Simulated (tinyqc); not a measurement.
Inside a calculation. Method: Pariser-Parr-Pople SCF with singles CI, for the molecule C1=CC2=CC=CC2=C1 (SMILES; centres numbered as the heavy atoms are written). One step of it, computed by the program tinyqc.

Problem. Iteration 2: Fock matrix. F_rr = H_rr + P_rr gamma_rr / 2 + sum_(s != r) P_ss gamma_rs; F_rs = H_rs - P_rs gamma_rs / 2; E = tr P (H + F) / 2 + core repulsion sum_(r<s) z_r z_s gamma_rs.

P after iteration 1, lower triangle:
```
,1C,2C,3C,4C,5C,6C,7C,8C
1C,1.192195
2C,0.651827,0.794527
3C,-0.209597,0.524811,1.218750
4C,-0.054309,0.320724,0.524811,0.794527
5C,0.139802,-0.054309,-0.209597,0.651827,1.192195
6C,-0.054309,-0.328997,-0.149849,0.144806,0.651827,0.794527
7C,-0.209597,-0.149849,0.518192,-0.149849,-0.209597,0.524811,1.218750
8C,0.651827,0.144806,-0.149849,-0.328997,-0.054309,0.320724,0.524811,0.794527
```

core matrix H (eV), lower triangle:
```
,1C,2C,3C,4C,5C,6C,7C,8C
1C,-47.918643
2C,-2.390000,-49.739519
3C,0.000000,-2.390000,-55.904433
4C,0.000000,0.000000,-2.390000,-49.739519
5C,0.000000,0.000000,0.000000,-2.390000,-47.918643
6C,0.000000,0.000000,0.000000,0.000000,-2.390000,-49.739519
7C,0.000000,0.000000,-2.390000,0.000000,0.000000,-2.390000,-55.904433
8C,-2.390000,0.000000,0.000000,0.000000,0.000000,0.000000,-2.390000,-49.739519
```

repulsion gamma_rs (eV), lower triangle:
```
,1C,2C,3C,4C,5C,6C,7C,8C
1C,11.130000
2C,7.552804,11.130000
3C,5.520570,7.554850,11.130000
4C,3.705303,4.865167,7.554850,11.130000
5C,3.201289,3.705303,5.520570,7.552804,11.130000
6C,3.705303,3.863003,5.519866,5.518526,7.552804,11.130000
7C,5.520570,5.519866,7.553862,5.519866,5.520570,7.554850,11.130000
8C,7.552804,5.518526,5.519866,3.863003,3.705303,4.865167,7.554850,11.130000
```

Centres (angstrom, eV; a flat drawing with bonds scaled to 1.40 angstrom):
```
centre,x,y,core charge z,W,gamma_rr
1C,2.154000,0.000000,1,11.160000,11.130000
2C,1.331000,1.133000,1,11.160000,11.130000
3C,0.000000,0.700000,1,11.160000,11.130000
4C,-1.331000,1.133000,1,11.160000,11.130000
5C,-2.154000,0.000000,1,11.160000,11.130000
6C,-1.331000,-1.133000,1,11.160000,11.130000
7C,0.000000,-0.700000,1,11.160000,11.130000
8C,1.331000,-1.133000,1,11.160000,11.130000
```

Give: F; pi energy.

Solution.

F (eV), lower triangle:
```
,1C,2C,3C,4C,5C,6C,7C,8C
1C,-6.121
2C,-4.852,-4.642
3C,0.579,-4.372,-5.976
4C,0.101,-0.780,-4.372,-4.642
5C,-0.224,0.101,0.579,-4.852,-6.121
6C,0.101,0.635,0.414,-0.400,-4.852,-4.642
7C,0.579,0.414,-4.347,0.414,0.579,-4.372,-5.976
8C,-4.852,-0.400,0.414,0.635,0.101,-0.780,-4.372,-4.642
```

pi energy = -105.985 eV
